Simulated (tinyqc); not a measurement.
MOS capacitor on a p-type substrate, surface potential from the exact charge relation: course of the Newton iteration.

Uniform p-type substrate, Boltzmann statistics, full ionisation, classical densities. psi is the surface potential against the body (positive when the bands bend down) and u = psi/Vt. Traps are spread evenly over the gap and neutral at flat band, so their charge is -q Dit psi; the minority quasi-Fermi level is shifted by Vb.

ni = sqrt(Nc Nv) exp(-Eg/(2 Vt)), Eg in volts; phiF = Vt ln(N/ni); Cox = eps0 eox/tox; Vfb = phiM - chi - (Eg - Vt ln(Nv/N)) - q Nf/Cox; Q0 = sqrt(2 eps0 eps_r q N Vt); r = (ni/N)^2 exp(-Vb/Vt); VT = Vfb + [(2 phiF + Vb)(1 + q Dit/Cox) + sqrt(2 eps0 eps_r q N (2 phiF + Vb))/Cox].

Start: psi = Vg - Vfb (all of the voltage in the semiconductor).

u = psi/Vt; F^2 = exp(-u) + u - 1 + r (exp(u) - u - 1); Qs = -sign(u) Q0 F; Cs = -dQs/dpsi = (Q0/Vt) |1 - exp(-u) + r (exp(u) - 1)|/(2 F). f = Vfb + psi + (q Dit psi - Qs)/Cox - Vg, f' = 1 + (Cs + q Dit)/Cox, psi(new) = psi - f/f'.

Stop when the step is below 1e-10 V, or after 60 iterations.

Parameters, values chosen for the exercise; band and dielectric values close to those of silicon:
- T = 273 K (temperature)
- Eg = 1.11 eV (band gap)
- eps_r = 11.8 (relative permittivity)
- Nc = 2.46e19 cm^-3 (conduction-band density of states at T)
- Nv = 2.26e19 cm^-3 (valence-band density of states at T)
- chi = 4.06 eV (electron affinity)
- N = 2.2e16 cm^-3 (acceptor density of the substrate)
- eox = 24.8 (relative permittivity of the gate insulator (close to zirconium oxide))
- tox = 8.1 nm (insulator thickness)
- phiM = 4.41 eV (gate work function)
- Nf = 2.8e11 cm^-2 (fixed charge at the interface, in units of q)
- Dit = 0 cm^-2 eV^-1 (density of interface traps)
- Vb = 0.6 V (reverse bias of the inversion layer against the body)
- Vg = 2.27 V (gate voltage against the body)

Constants: q = 1.602176634e-19 C, kB = 1.380649e-23 J/K, Vt = kB T/q, eps0 = 8.8541878128e-14 F/cm where lengths are in cm. Results are converted to the units shown.

Course of the iteration:

| iteration | psi before the step (V) | f (V) | step (V) |
|---|---|---|---|
| 1 | 2.88341 | 3.53e11 | -0.0471 |
| 2 | 2.83636 | 1.30e11 | -0.0471 |
| 3 | 2.78931 | 4.77e10 | -0.0471 |
| 4 | 2.74226 | 1.76e10 | -0.0471 |
| 5 | 2.69521 | 6.46e9 | -0.0471 |
| 6 | 2.64815 | 2.38e9 | -0.0471 |
| 7 | 2.60110 | 8.74e8 | -0.0471 |
| 8 | 2.55405 | 3.22e8 | -0.0471 |
| 9 | 2.50700 | 1.18e8 | -0.0471 |
| ... | ... | ... | ... |
| 24 | 1.80204 | 35.7 | -0.0456 |
| 25 | 1.75643 | 12.8 | -0.0431 |
| 26 | 1.71332 | 4.41 | -0.0369 |
| 27 | 1.67644 | 1.34 | -0.0243 |
| 28 | 1.65210 | 0.289 | -8.69e-3 |
| 29 | 1.64341 | 0.0244 | -8.76e-4 |
| 30 | 1.64253 | 2.18e-4 | -7.97e-6 |
| 31 | 1.64252 | 1.78e-8 | -6.51e-10 |
| 32 | 1.64252 | 0 | 0 |

Did this iteration meet its convergence test, and what does its course show?

Yes. Converged in 32 iterations. In 23 iterations the step is within 3 % of 2 Vt = 47.1 mV: there Qs grows as exp(|u|/2), and a Newton step on such an exponential moves psi by 2 Vt whatever the distance left.

Range of the model: At this gate voltage the surface density exceeds 0.3 of the band density of states, so degeneracy and confinement would lower the charge and capacitance.

tinyqc, about 0.01 s, one thread, Intel Xeon 2.30GHz (shared host): `OMP_NUM_THREADS=1 python tinyqc.py 2060101 2060102 out.jsonl`
